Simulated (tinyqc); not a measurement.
Worked calculation: two-dimensional electron gas with Rashba and Dresselhaus coupling. Values are carried at full precision from step to step, so a last printed digit may differ when a step is redone from the rounded ones.

H = c k^2/m + al (ky sx - kx sy) + b1 (kx sx - ky sy) + gam kx ky (kx sy - ky sx), s the Pauli matrices, x = [100], c = hbar^2/2m0, b1 = gam (pi/L)^2 (hard walls). H = c k^2/m + B.s, so E = c k^2/m -/+ |B| and the lower state has its spin along -B.

Constants: hbar^2/2m0 = 3.80998211 eV angstrom^2; hbar = 6.58211957e-16 eV s.

Parameters, chosen for this exercise (of the size met in InAs; the results hold for these values, not for the real material):
- m = 0.0273 m0 (mass)
- al = 0.29 eV angstrom (Rashba constant)
- gam = 29.5 eV angstrom^3 (bulk Dresselhaus constant)
- L = 155 angstrom (width of the (001) well)
- n = 2 1e11/cm^2 (sheet density (one subband filled))
- phi = 75 degrees (angle of k from [100])

## Scales

b1; mean Fermi wave vector k0 = sqrt(2 pi n) (1e11/cm^2 = 1e-5/angstrom^2); E0 = c k0^2/m; b3 = gam k0^2/4; kR = al m/(2c) and ER = al kR/2, the shift and depth of a pure Rashba band.

b1 = 0.01212 eV angstrom
k0 = 0.01121 1/angstrom
E0 = 17.538 meV
b3 = 0.0009268 eV angstrom
kR = 0.001039 1/angstrom
ER = 0.1507 meV

The ratio al/(b1 - b3) is 25.91; kR is 9.3 % of k0.

## Spin-orbit field at one point of the Fermi circle

k = k0 (cos phi, sin phi). Form B, the splitting 2|B| and the direction of the lower spin, atan2(-By, -Bx).

Bx, By (meV): [3.1652, -0.9699]

splitting = 6.6210 meV
direction of the lower spin = 163.0 degrees

## The matrix

H = [[E0, Bx - i By], [Bx + i By, E0]] in meV; diagonalise. Precession period h/(2|B|) = 2 pi hbar/(splitting).

H (meV), rows up, down and columns alike:
```
[[17.5376, 3.1652+0.9699i],
 [3.1652-0.9699i, 17.5376]]
```

levels (meV): [14.2271, 20.8481]

period = 0.625 ps

## The two wave vectors at the energy E0 along this direction

Solve c k^2/m -/+ |B(k)| = E0. The spin turns by (k_outer - k_inner) per length, so a half turn takes pi/(difference).

k (1/angstrom): outer 0.012317, inner 0.010201

difference = 0.002116 1/angstrom
length of a half turn = 148.5 nm

For linear terms alone the difference is (m/c)|B|/k, whatever the energy: every electron along this direction turns alike, the basis of the spin transistor. The cubic term makes it depend on density.

## Checks

- Difference of the Fermi wave vectors without Dresselhaus terms against al m/c: both 0.0020780.

tinyqc: `OMP_NUM_THREADS=1 python tinyqc.py 1451821 1451822 out.jsonl`; about 0.01 s, one thread, shared Intel(R) Xeon(R) Processor @ 2.30GHz.
